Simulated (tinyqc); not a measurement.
What moves the results: eight-band Kane k.p model. A value that a table varies takes the place of the one given here.

Eight-band Kane model, basis S, X, Y, Z times spin, zero of energy at the top of the unstrained valence band, c = hbar^2/2m0. Within each spin: H_SS = Eg + A c k^2, H_SX = i P kx (likewise Y, Z), H_XX = -Dso/3 + L kx^2 + M (ky^2 + kz^2), H_XY = N kx ky, and cyclic. Spin-orbit term (Dso/3) L.sigma on X, Y, Z with (L_k)_ij = -i epsilon_kij: <X+|H|Y+> = -i Dso/3, <X+|H|Z-> = Dso/3, <Y+|H|Z-> = -i Dso/3, <Z+|H|X-> = -Dso/3, <Z+|H|Y-> = i Dso/3, <X-|H|Y-> = i Dso/3, and their conjugates; + and - are the spin along z. Terms from inversion asymmetry are left out, so every level is twofold.

P = sqrt(Ep c); A = 1/me - Ep (Eg + 2 Dso/3)/(Eg (Eg + Dso)) keeps the electron mass; g1' = g1 - Ep/(3 Eg), g2' = g2 - Ep/(6 Eg), g3' = g3 - Ep/(6 Eg) remove the coupling to S that the Luttinger values already hold; L = -c (g1' + 4 g2'), M = -c (g1' - 2 g2'), N = -6 c g3'.

Constants: hbar^2/2m0 = 3.80998211 eV angstrom^2.

Values chosen for the exercise (near those of InAs; not measured data): Eg = 0.426 eV (gap at Gamma to the s-like level); Dso = 0.397 eV (spin-orbit splitting); Ep = 22 eV (Kane energy); me = 0.0261 m0 (electron mass at Gamma); g1 = 20.08 (Luttinger gamma1); g2 = 8.55 (gamma2); g3 = 9.26 (gamma3); kmax = 0.05 1/angstrom (end of the path).

## Non-parabolicity of the conduction band

Unstrained, along [110], six points up to kmax. Parabolic: E = c k^2/me. Two-band form: E (1 + alpha E) = c k^2/me with alpha = (1 - me)^2/Eg. The column alpha(k) solves that form for alpha with the eight-band energy. Energies from the conduction edge.

Energies:
```
|k| (1/angstrom),parabolic (eV),two-band (eV),eight-band (eV),alpha(k) (1/eV),parabolic / eight-band
0.0083,0.0101,0.0099,0.0099,2.691,1.027
0.0167,0.0405,0.0374,0.0368,2.728,1.101
0.0250,0.0912,0.0778,0.0754,2.786,1.210
0.0333,0.1622,0.1265,0.1206,2.858,1.345
0.0417,0.2534,0.1807,0.1692,2.943,1.498
0.0500,0.3649,0.2384,0.2191,3.040,1.666
```

alpha = 2.226 1/eV

At the last point the parabola lies a factor 1.67 above the eight-band value, and the two-band form 19.3 meV above it. The parabola stays within 5 % up to |k| = 0.0083 1/angstrom of the points listed. alpha(k) goes from 2.691 to 3.040 1/eV, a spread of 13.0 % over this range; the simple rule gives 2.226, 17 % below the first value, as it knows neither Dso nor the remote terms.

## Four, six or eight bands for the holes

Unstrained, along [100]. Six bands: the X, Y, Z block alone with the full g1, g2, g3 in L, M, N. Four bands: the same with Dso sent to infinity. HH, LH and SO name the pairs from the top.

Valence levels (eV):
```
|k| (1/angstrom),HH 4,HH 6,HH 8,LH 4,LH 6,LH 8,SO 6,SO 8
0.0083,-0.0008,-0.0008,-0.0008,-0.0098,-0.0097,-0.0096,-0.4024,-0.4001
0.0167,-0.0032,-0.0032,-0.0032,-0.0393,-0.0376,-0.0354,-0.4200,-0.4098
0.0250,-0.0071,-0.0071,-0.0071,-0.0885,-0.0795,-0.0716,-0.4539,-0.4268
0.0333,-0.0126,-0.0126,-0.0126,-0.1574,-0.1278,-0.1119,-0.5116,-0.4523
0.0417,-0.0197,-0.0197,-0.0197,-0.2459,-0.1740,-0.1521,-0.6017,-0.4875
0.0500,-0.0284,-0.0284,-0.0284,-0.3541,-0.2128,-0.1893,-0.7296,-0.5332
```

At |k| = 0.0500 the heavy holes of the three models span 0.0 meV and the light holes 164.9 meV. The split-off band moves the light hole by +141.3 meV and treating the conduction band exactly moves it by +23.5 meV more; the split-off band matters more here, where the four-band light-hole energy is 0.89 times Dso and 0.83 times Eg.

## What each parameter does

Unstrained; levels at |k| = kmax along [110], all derived values formed anew. Each row changes one parameter from the base and keeps the others.

Results:
```
case,conduction (eV),heavy hole (eV),light hole (eV),split-off (eV)
base,0.6451,-0.0178,-0.1868,-0.5413
Eg = 0.3834 eV,0.6007,-0.0178,-0.1885,-0.5243
Dso = 0.3573 eV,0.6437,-0.0177,-0.1792,-0.5121
Ep = 24.2 eV,0.6486,-0.0178,-0.1903,-0.5334
me = 0.0235 m0,0.6752,-0.0178,-0.1819,-0.5359
g1 = 22.088,0.6401,-0.0369,-0.2036,-0.5578
g2 = 7.695,0.6471,-0.0200,-0.1896,-0.5382
g3 = 10.186,0.6387,-0.0025,-0.1837,-0.5532
```

The largest shifts from the base row, up to three for each result and ties (the steps differ in size, so this ranks the rows, not the parameters). conduction (eV): Eg -0.0443, me +0.0301, g3 -0.0064. heavy hole (eV): g1 -0.0191, g3 +0.0152, g2 -0.0022; unchanged at the printed digits by Eg, Ep and me. light hole (eV): g1 -0.0168, Dso +0.0076, me +0.0048. split-off (eV): Dso +0.0292, Eg +0.0170, g1 -0.0165.

Run: tinyqc, `OMP_NUM_THREADS=1 python tinyqc.py 1050674 1050675 out.jsonl`; Intel(R) Xeon(R) Processor @ 2.30GHz, one thread, shared host; about 0.01 s of CPU time with all checks.
